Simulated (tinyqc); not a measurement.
Inductance and parasitic capacitance from two readings.

Question. A loss-free coil L in parallel with C shows the apparent inductance L/(1 - w^2 L C), w = 2 pi f. Find L, C and the self-resonance 1/(2 pi sqrt(L C)).

apparent inductance at 3.8 and 6.6 GHz (nH): [2.7097686, 5.0866388]

Answer. The inverse of the reading is 1/L - w^2 C, a straight line in w^2.

L = 2.200 nH
C = 150.0 fF
self-resonance = 8.761 GHz

Numbers from tinyqc (`OMP_NUM_THREADS=1 python tinyqc.py 2302241 2302242 out.jsonl`; about 0.01 s on one thread of a shared Intel Xeon 2.30GHz).
